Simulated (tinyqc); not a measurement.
## Charge stability of a double quantum dot, constant-interaction model with a charge sensor: from two dots to one

Capacitance matrix C = [[C1, -Cm], [-Cm, C2]], C1 = G1 + X1 + Cm + L1, C2 = G2 + X2 + Cm + L2. Gate charges n1 = (G1 V1 + X1 V2)/q, n2 = (X2 V1 + G2 V2)/q. The state (N1, N2) has U = (1/2) d^T E d with d = (N1 - n1, N2 - n2) and E = q^2 C^(-1). Leads at 0 V; no tunnel coupling, spin or level spacing. The sensor reads s1 <N1> + s2 <N2>.

The states (0,0), (1,0), (0,1) meet where E n = (EC1/2, EC2/2), and (1,1), (1,0), (0,1) where E n = (EC1/2 + ECm, EC2/2 + ECm); the gate voltages follow from n.

Values chosen for this exercise:

| symbol | value | unit | meaning |
|---|---|---|---|
| G1 | 5.4 | aF | gate 1 to dot 1 |
| G2 | 7.2 | aF | gate 2 to dot 2 |
| X1 | 1.4 | aF | gate 2 to dot 1 |
| X2 | 0.96 | aF | gate 1 to dot 2 |
| L1 | 41 | aF | dot 1 to leads and ground |
| L2 | 42 | aF | dot 2 to leads and ground |

Constants: q = 1.602176634e-19 C. Results are converted to the units shown.

From two dots to one:
```
Cm (aF)  EC1 (meV)  ECm (meV)   ECm/EC1  separation of the triple points in n1 + n2
0.43         3.322    0.02824  0.008500                                     0.01727
0.91         3.290    0.05863   0.01782                                     0.03585
2            3.222     0.1236   0.03834                                     0.07554
4.2          3.100     0.2395   0.07726                                      0.1465
9            2.890     0.4397    0.1521                                      0.2689
19           2.602     0.7148    0.2747                                      0.4370
41           2.277      1.024    0.4498                                      0.6262
88           2.009      1.280    0.6369                                      0.7824
190          1.831      1.449    0.7911                                      0.8859
410          1.732      1.543    0.8910                                      0.9437
```

ECm/EC1 rises from 0.00850 to 0.891 (it equals Cm/C2), and the separation rises from 0.0173 to 0.944. Zero means a square lattice of independent dots; 1 means parallel lines one electron apart, as for a single large dot. EC1 falls from 3.32 to 1.73 meV.

Numbers from tinyqc (`OMP_NUM_THREADS=1 python tinyqc.py 2470015 2470016 out.jsonl`; about 0.01 s on one thread of a shared Intel Xeon 2.30GHz).
